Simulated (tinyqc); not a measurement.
Hot electrons in a saturated n-channel MOSFET, lucky-electron model: effect of the gate voltage.

Beyond pinch-off the lateral field grows as Esat cosh(y/l) over the velocity-saturated region (pseudo-two-dimensional model). Impact ionisation in this region gives the substrate current, which biases the body forward through Rsub. Currents are per width. Local-field laws: they overstate ionisation when the field peak is narrower than an energy relaxation length.

Cox = 3.9 eps0/tox, l = sqrt(3 tox xj), Esat = 2 vs/mu. Overdrive g = Vg - VT + kb Vb; Vdsat = g Esat L/(g + Esat L); Id = Cox vs (g - Vdsat); dV = Vd - Id Rd - Vdsat; Em = sqrt((dV/l)^2 + Esat^2); Isub = Id (Ai/Bi) l Em exp(-Bi/Em). Vb = Rsub Isub is solved self-consistently. Lifetime tau = (Hl/Id)(Isub/Id)^(-m); 1 year = 3.15576e7 s.

Inputs (values chosen for the exercise); values close to those of silicon n-channel devices: channel length L = 0.18 um; oxide thickness tox = 4.2 nm; junction depth xj = 65 nm; threshold VT = 0.77 V; effective mobility mu = 330 cm^2/(V s); saturation velocity vs = 7.8e6 cm/s; ionisation prefactor Ai = 2e6 1/cm; ionisation field Bi = 1.86 MV/cm; resistance of the lightly doped drain Rd = 0 ohm um; substrate resistance Rsub = 2800 ohm um; fall of VT per volt of forward body bias kb = 0.48; lifetime exponent m = 3.3; lifetime constant Hl = 1800 s uA/um; drain voltage Vd = 1.7 V.

Constants: eps0 = 8.8541878128e-14 F/cm where lengths are in cm. Results are converted to the units shown.

Results:
```
Vg (V)  Id (uA/um)  Em (MV/cm)  Isub (uA/um)  Isub/Id  tau (years)
0.92         14.62      0.5512        0.8491  0.05808      0.04678
1.02         37.03      0.5281         1.778  0.04802      0.03460
1.11         63.35      0.5107         2.609  0.04118      0.03358
1.21         97.86      0.4942         3.454  0.03530      0.03615
1.31         136.7      0.4802         4.199  0.03072      0.04093
1.41         179.0      0.4680         4.847  0.02708      0.04740
1.6          266.6      0.4490         5.850  0.02195      0.06366
1.7          315.6      0.4406         6.283  0.01991      0.07419
```

Estimate the missing row, Vg = 1.5 V.

Computed row:
```
Vg (V)  Id (uA/um)  Em (MV/cm)  Isub (uA/um)  Isub/Id  tau (years)
1.5          219.5      0.4585         5.356  0.02440      0.05448
```

With this row back in the table: As Vg goes from 0.92 to 1.7 V, Em falls from 0.551 to 0.441 MV/cm, Isub rises from 0.849 to 6.28 uA/um and tau goes from 0.0468 through a minimum of 0.0336 (at Vg = 1.11 V among the rows listed) to 0.0742 years.

Computed by the program tinyqc: `OMP_NUM_THREADS=1 python tinyqc.py 2550110 2550111 out.jsonl`, one thread of a shared Intel Xeon 2.30GHz, about 0.01 s for the whole run.
